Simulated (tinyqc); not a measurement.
Fitting sp3s* parameters to three gaps by Newton steps: one step. The first Newton step. Two cases, with inputs chosen for the exercise.

Question. Solve J dp = target less gap; the columns of J are Esc, Vxapc and Vpaxc.

Give: dp.

Case 1.

J:
```
            Esc      Vxapc      Vpaxc
Gamma  0.701837   0.000000   0.000000
X      0.000000  -0.854353   0.000000
L      0.399422  -0.234738  -0.124867
```

target less gap (eV): Gamma 0.094269, X 0.056329, L 0.062050

Answer.

dp (eV): Esc 0.134, Vxapc -0.066, Vpaxc 0.057

Case 2.

J:
```
            Esc      Vxapc      Vpaxc
Gamma  0.760558   0.000000   0.000000
X      0.000000  -0.875151   0.000000
L      0.368248  -0.253006  -0.136068
```

target less gap (eV): Gamma -0.186269, X 0.210414, L -0.022775

Answer.

dp (eV): Esc -0.245, Vxapc -0.240, Vpaxc -0.048

Computed by tinyqc, one run a case: `OMP_NUM_THREADS=1 python tinyqc.py N N+1 out.jsonl` with N = 1482301, 1482310; one thread of a shared Intel(R) Xeon(R) Processor @ 2.30GHz, about 0.3 s a run at most.
